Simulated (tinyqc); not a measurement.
Deal-Grove kinetics of thermal oxidation of silicon. Changing the temperature T. Computed by tinyqc, a small Python program. Command: `OMP_NUM_THREADS=1 python tinyqc.py 3021736 3021737 out.jsonl oxide sweep`. One thread of a shared host (Intel(R) Xeon(R) Processor @ 2.30GHz), about 0.2 s of CPU time with the checks.

Oxidant diffuses through the oxide and reacts at the interface, so that dx/dt = B/(A + 2x) for the oxide thickness x.

Inputs (values chosen for the exercise, close to those used for silicon):
```
quantity,value,unit
prefactor B0,779,um^2/h
activation energy E_B,1.25,eV
prefactor (B/A)0,3.92e+06,um/h
activation energy E_A,2,eV
oxidant pressure p,1,atm
pressure exponent m of B/A,0.73,-
initial oxide x_i,0.005,um
time t,1.2,h
```

Ambient: dry oxygen. Surface: (100).

Constants: k_B = 8.617333262e-05 eV/K.

Method:
- B = B0 p exp(-E_B/(k_B T)), B/A = (B/A)0 p^m exp(-E_A/(k_B T)), p in atm; A = B/(B/A).
- Temperatures in kelvin are T(C) + 273.15.
- tau = (x_i^2 + A x_i)/B and x = (A/2) [sqrt(1 + 4 B (t + tau)/A^2) - 1], the root of x^2 + A x = B (t + tau).
- Silicon consumed is 0.44 times the oxide grown; the rate is B/(A + 2x).

One run for each value:
```
temperature T (C),oxide thickness x (um),length A (um),linear constant B/A (um/h),parabolic constant B (um^2/h)
800,0.00687,0.66136,1.5878e-03,0.001050
850,0.00983,0.46093,4.1584e-03,0.001917
950,0.02875,0.24462,2.2523e-02,0.005510
1000,0.04906,0.18498,4.7453e-02,0.008778
1050,0.07704,0.14287,9.4501e-02,0.013502
1100,0.11081,0.11244,1.7899e-01,0.020126
1150,0.14866,0.08999,3.2413e-01,0.029170
1200,0.18971,0.07313,5.6378e-01,0.041226
```

Give the missing row, temperature T (C) = 900.

Computed row:
```
temperature T (C)  oxide thickness x (um)  length A (um)  linear constant B/A (um/h)  parabolic constant B (um^2/h)
900                               0.01631        0.33129                  1.0033e-02                       0.003324
```

Interpolating between the two neighbouring rows (linearly) misses most in linear constant B/A (um/h), by 33 %. Over the rows, oxide thickness x (um) rises from 0.00687 to 0.190; length A (um) falls from 0.661 to 0.0731. A falls with T because E_A exceeds E_B, so hot oxidation turns parabolic sooner. The apparent activation energy of x, -d ln x / d(1/(k_B T)), is 0.74 eV between the first rows and 0.88 eV between the last; a film much thicker than x_i would show E_A = 2 eV in the linear limit and E_B/2 = 0.625 eV in the parabolic one.
